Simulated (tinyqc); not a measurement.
# Field from the level spacing

Inverse problem. In a triangular well E_k = a_k (C F^2/mz1)^(1/3), a_1 = 2.338107, a_2 = 4.087949, C = hbar^2/(2 m0), F in eV/nm (1 MV/cm = 0.1 eV/nm). Find F, E_1, the mean distance 2 E_1/(3 F) of the lowest level and the sheet charge eps0 eps_r F/q behind such a field.

Values chosen for this exercise: relative permittivity eps_r = 15.8; mass along z of valley set A (4 valley(s)) mz1 = 0.119 m0.

Constants: q = 1.602176634e-19 C, hbar = 1.054571817e-34 J s, m0 = 9.1093837015e-31 kg, eps0 = 8.8541878128e-14 F/cm where lengths are in cm, hbar^2/(2 m0) = 0.0380998212 eV nm^2. Results are converted to the units shown.

spacing of the two lowest levels = 259.62016 meV

Answer. The spacing over a_2 - a_1 is the energy scale (C F^2/mz1)^(1/3), which gives F.

F = 1.01 MV/cm
E_1 = 347 meV
mean distance = 2.29 nm
sheet charge over q = 8.82e12 cm^-2

Program tinyqc, `OMP_NUM_THREADS=1 python tinyqc.py 2160045 2160046 out.jsonl`; Intel Xeon 2.30GHz, shared host, one thread, about 0.5 s.
